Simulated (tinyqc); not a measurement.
Permittivity of the insulator from five potentials.

Problem. A node lies on a semiconductor-insulator interface. Steps: hs = tb/3 down into the semiconductor, ho = tox/2 up into the insulator, hy = L/7 sideways. The flux balance of its box reads eox (hy/ho)(above - node) + eps_r (hy/hs)(below - node) + [(eps_r hs + eox ho)/(2 hy)](left + right - 2 node) - q Na (hs/2) hy/eps0 = 0. Find eox.

Values chosen for this exercise; semiconductor permittivity made up:
- eps_r = 12.1 (relative permittivity of the semiconductor)
- tb = 4 nm (body thickness)
- tox = 3.6 nm (insulator thickness)
- L = 33 nm (channel length)
- Na = 5.8e17 cm^-3 (acceptor density of the depleted body)

Constants: q = 1.602176634e-19 C, eps0 = 8.8541878128e-14 F/cm where lengths are in cm. Results are converted to the units shown.

psi (V): node 0.041439454, above 0.032316012, below 0.049168244, left 0.035962307, right 0.085490513

Solution. The balance is linear in eox.

eox = 22.00

Numbers from tinyqc (`OMP_NUM_THREADS=1 python tinyqc.py 2480138 2480139 out.jsonl`; about 0.2 s on one thread of a shared Intel Xeon 2.30GHz).
